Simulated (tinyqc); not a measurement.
Series resistance and length offset from two lengths at two overdrives.

Inverse problem. In strong inversion R W = Rsd + k(x)(L - dL), k(x) = (1 + th1 x)/(mu0 Cox x), x the overdrive, Cox = eps0 eox/tox, with Rsd and dL independent of x. Find dL, Rsd, mu0 and th1.

Values chosen for this exercise: relative permittivity of the gate insulator (close to silicon dioxide) eox = 3.9; insulator thickness tox = 1.5 nm.

Constants: eps0 = 8.8541878128e-14 F/cm where lengths are in cm. Results are converted to the units shown.

total resistance times width (ohm um):

|  | L = 0.058 um | L = 1 um |
|---|---|---|
| overdrive 0.4 V | 737.049375 | 4483.72821 |
| overdrive 1.11 V | 645.879237 | 2347.74212 |

Answer. At each overdrive R W is a straight line in L; the two lines cross at L = dL, R W = Rsd. Their slopes give k x = (1 + th1 x)/(mu0 Cox), a straight line in x.

dL = 0.01600 um
Rsd = 570.0 ohm um
mu0 = 320.0 cm^2/(V s)
th1 = 0.4300 1/V

Computed by the program tinyqc: `OMP_NUM_THREADS=1 python tinyqc.py 2210076 2210077 out.jsonl`, one thread of a shared Intel Xeon 2.30GHz, about 0.01 s for the whole run.
